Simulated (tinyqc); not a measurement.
Isochronal anneals: hydrogen passivation and dissociation of interface defects with a spread of activation energies. Computed by tinyqc, a small Python program. Command: `OMP_NUM_THREADS=1 python tinyqc.py 3026221 3026222 out.jsonl passivation walk`. One thread of a shared host (Intel(R) Xeon(R) Processor @ 2.30GHz), about 0.01 s of CPU time with the checks.

Active defects P react as P + H2 -> HP + H and HP -> P + H; released atomic hydrogen is removed. All defects start active. Activation energies are normally distributed, independently for the two reactions.

Inputs (values chosen for the exercise, for a model interface): mean passivation energy E_f = 1.45 eV; spread s_f = 0.055 eV; prefactor k_f0 = 3.8e-08 cm^3/s; mean dissociation energy E_d = 2.81 eV; spread s_d = 0.09 eV; prefactor k_d0 = 4.5e+13 1/s; dissolved hydrogen [H2] = 1.8e+17 cm^-3; anneal time t = 11000 s.

Ambient: hydrogen.

Constants: k_B = 8.617333262e-05 eV/K.

Method. a = k_f0 [H2] exp(-E_f/k_B T), b = k_d0 exp(-E_d/k_B T); the active share of one kind of site is b/(a + b) + (a/(a + b)) exp(-(a + b) t). Full average: z from -5 to 5 in steps of 0.125 with normalised weights exp(-z^2/2), energy = mean + spread x z, over both energies.

Same time, other temperatures:
```
T (K)     a (1/s)     b (1/s)  active share, single energy  active share, spread
450    3.9425e-07  1.5226e-18                   9.9567e-01            9.8860e-01
525    8.2351e-05  4.7687e-14                   4.0419e-01            4.1183e-01
600    4.5247e-03  1.1227e-10                   2.4812e-08            7.9977e-04
675    1.0206e-01  4.7076e-08                   4.6125e-07            2.3868e-06
750    1.2345e+00  5.8999e-06                   4.7792e-06            1.8094e-05
825    9.4900e+00  3.0720e-04                   3.2370e-05            9.7211e-05
900    5.1929e+01  8.2776e-03                   1.5938e-04            4.0087e-04
975    2.1878e+02  1.3437e-01                   6.1383e-04            1.3420e-03
1050   7.5052e+02  1.4649e+00                   1.9480e-03            3.7956e-03
1125   2.1844e+03  1.1614e+01                   5.2884e-03            9.3318e-03
```

What does the comparison show, and why?

The active share is lowest, 2.39e-6, at 675 K of those listed: below, passivation is too slow for this time, and above, dissociation competes. A single energy would promise 2.48e-8 (at 600 K), so among these rows the spread raises the floor by a factor 96.

Extremes, crossings and ranges named in words are read from the listed rows.
